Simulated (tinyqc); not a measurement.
How far the series holds: five-level k.p model folded onto the conduction band.

For k along z and one spin sector the level c couples to four states. With c0 = hbar^2/2m0, P = sqrt(Ep c0), P2 = sqrt(Ep2 c0): diagonal Eg + (1 + Cm) c0 k^2 for c, and 0, -Dso, E7 + D2, E7 for lh, so, G8 up, G7 up (their own dispersion is left out); couplings of c: sqrt(2/3) P k to lh, sqrt(1/3) P k to so, sqrt(2/3) P2 k to G8 up, sqrt(1/3) P2 k to G7 up (phases chosen real).

Expanding E = H_cc + S(E) about Eg in powers of k^2, with s_n = sum_j H_cj^2/(Eg - H_jj)^n: order k^2: e2 = (1 + Cm) c0 k^2 + s1; order k^4: e4 = -s2 e2; order k^6: e6 = s3 e2^2 + s2^2 e2.

Constants: hbar^2/2m0 = 3.80998211 eV angstrom^2.

Parameters, chosen for this exercise (near those of InP; shifted at random, so the results belong to these values and not to a real crystal):
```
symbol  value  unit  meaning
Eg      1.353  eV    gap at Gamma to the s-like level
Dso     0.103  eV    spin-orbit splitting
Ep      20.3   eV    Kane energy
E7      4.78   eV    upper Gamma7 conduction level, from the valence top
D2      0.07   eV    its spin-orbit splitting, Gamma8 above Gamma7
Ep2     4.7    eV    Kane energy to the upper levels
Cm      -2.4         remote term in 1/m
```

Energies from Eg; Pk/Eg measures the coupling.

Levels (eV):
```
k (1/angstrom)  Pk/Eg  to k^2   to k^4   to k^6   exact
0.0231          0.150  0.0242   0.0236   0.0237  0.0237
0.0527          0.343  0.1259   0.1113   0.1142  0.1136
0.0824          0.536  0.3078   0.2204   0.2637  0.2476
0.1121          0.729  0.5696   0.2703   0.5447  0.4030
0.1418          0.922  0.9114   0.1452   1.2694  0.5657
0.1714          1.114  1.3316  -0.3041   3.2024  0.7270
0.2011          1.307  1.8331  -1.2665   7.8804  0.8830
0.2308          1.500  2.4145  -2.9632  17.9401  1.0302
```

Within 2 % of the exact level stay: the k^2 term in no row, the sum to k^4 up to Pk/Eg = 0.15, the sum to k^6 up to Pk/Eg = 0.34. In the last row the errors are +1384, -3993 and +16910 meV: higher orders make it worse, since the series in k^2 converges only for Pk below about Eg/2 in the two-level limit E = Eg/2 + sqrt(Eg^2/4 + P^2 k^2).

tinyqc: `OMP_NUM_THREADS=1 python tinyqc.py 1051442 1051443 out.jsonl`; about 0.01 s, one thread, shared Intel(R) Xeon(R) Processor @ 2.30GHz.
